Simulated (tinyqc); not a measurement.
# Hopping conduction between localised states, step by step

A worked calculation. Computed by tinyqc, a small Python program that keeps every step. Command: `OMP_NUM_THREADS=1 python tinyqc.py 3020161 3020162 out.jsonl hop walk`. One thread of a shared host (Intel(R) Xeon(R) Processor @ 2.30GHz), about 0.01 s of CPU time with the checks. Intermediate numbers are printed to about 5 digits and carried at full precision; extremes and crossings named in words are read from the listed rows.

Energies are counted from the Fermi level. A small network shows the mechanism; the laws of an infinite system follow.

Inputs (values chosen for the exercise, for a model impurity band):
```
quantity,value,unit
localisation length xi,5.9,nm
density of states g_0,3.9e+13,1/(eV cm^2)
permittivity eps,4.5,-
activation energy E_a to extended states,0.014,eV
prefactor of activated conduction,27,microsiemens
prefactor of hopping,0.5,microsiemens
conductance scale G_0,1,microsiemens
temperature T,13,K
```

Dimension: 2D.

sites of the small network (nm, nm, meV):
```
,x,y,energy
1,0,2.39,-0.52
2,12.06,0.07,-5.51
3,18.56,11.76,3.09
4,24.74,14.94,3.12
5,34.06,2.43,-5.4
6,43.12,10.95,0.82
7,55,7.78,-0.53
```

Constants: k_B = 8.617333262e-05 eV/K; e^2/(4 pi eps_0) = 14.39964548 eV angstrom.

## Pair exponents

Miller-Abrahams exponent s_ij = 2 r_ij/xi + (|E_i| + |E_j| + |E_i - E_j|)/(2 k_B T); G_ij = G_0 exp(-s_ij). The diagonal is set to 0 and not used.

s_ij:
```
,1,2,3,4,5,6,7
1,0.000,9.082,10.270,12.653,16.366,16.098,19.206
2,9.082,0.000,12.211,14.328,12.419,16.807,19.707
3,10.270,12.211,0.000,5.141,13.711,11.088,15.657
4,12.653,14.328,5.141,0.000,12.894,9.161,13.799
5,16.366,12.419,13.711,12.894,0.000,9.768,12.147
6,16.098,16.807,11.088,9.161,9.768,0.000,5.373
7,19.206,19.707,15.657,13.799,12.147,5.373,0.000
```

## Kirchhoff solution

Site 1 is held at potential 1 and site 7 at 0; Kirchhoff's law sum_j G_ij (u_i - u_j) = 0 fixes the others; G = sum_j G_1j (1 - u_j). G_ij = G_0 exp(-s_ij).

potentials: [1.0000, 0.9360, 0.2651, 0.2609, 0.0745, 0.0074, 0.0000]

conductance G = 3.5275e-05 microsiemens

-ln(G/G_0) = 10.252

## Critical path

Critical exponent s_c: the smallest value such that bonds with s_ij <= s_c connect site 1 with site 7.

critical exponent s_c = 10.270

One such path is 1-3-4-6-7. -ln(G/G_0) = 10.25 against s_c = 10.27: the hardest unavoidable hop sets the conductance.

## The network against temperature

Miller-Abrahams exponent s_ij = 2 r_ij/xi + (|E_i| + |E_j| + |E_i - E_j|)/(2 k_B T); G_ij = G_0 exp(-s_ij). Site 1 is held at potential 1 and site 7 at 0; Kirchhoff's law sum_j G_ij (u_i - u_j) = 0 fixes the others; G = sum_j G_1j (1 - u_j). The last column is the length of the critical bond.

Network:
```
T (K),-ln(G/G_0),s_c,critical hop (nm)
3.9,17.459,17.789,20.791
5.9,14.179,14.148,20.791
9.1,11.718,11.651,20.791
13.0,10.252,10.270,20.791
20.0,8.879,9.142,20.791
32.0,7.779,7.653,13.376
65.0,6.769,6.809,15.600
200.0,6.090,5.783,15.600
```

-ln(G/G_0) follows s_c within 0.4. The critical hop is 20.8 nm long at the lowest T and 15.6 nm at the highest: on cooling the carrier goes farther to find a site of nearer energy, which is variable-range hopping, though in so small a sample not at every step.

## Variable-range laws

Mott: T_M = 13.8/(k_B g_0 xi^2), exponent (T_M/T)^(1/3), mean hop r = (1/3) xi times the exponent. Efros-Shklovskii: T_ES = 6.5 e^2/(4 pi eps eps_0 k_B xi), exponent (T_ES/T)^(1/2). Coulomb gap width g_0 (e^2/(4 pi eps eps_0))^2. The numerical coefficients come from percolation theory and are given.

T_M = 11796 K

T_ES = 4091.0 K

Mott exponent = 9.6812

Efros-Shklovskii exponent = 17.740

mean hop by the Mott formula = 19.040 nm

Coulomb gap = 39.934 meV

The larger exponent, here Efros-Shklovskii, is the one that limits; the two are equal at T = 492 K, below which the Coulomb gap rules.

## Total conductivity

sigma = s_1 exp(-E_a/k_B T) + s_2 exp(-larger of the two exponents); reduced activation energy w = d ln(sigma)/d ln(T) by a central difference of +/- 1 %.

activated part = 1.0090e-04 microsiemens

hopping part = 9.8807e-09 microsiemens

conductivity = 1.0091e-04 microsiemens

reduced activation energy w = 12.498

Activation to extended states carries 100 %. For sigma = s exp(-(T_0/T)^p), w = p (T_0/T)^p, so the slope of ln w against ln T gives -p.

Checks made by the program: current leaving the first site against current entering the last (relative difference below 1e-10).
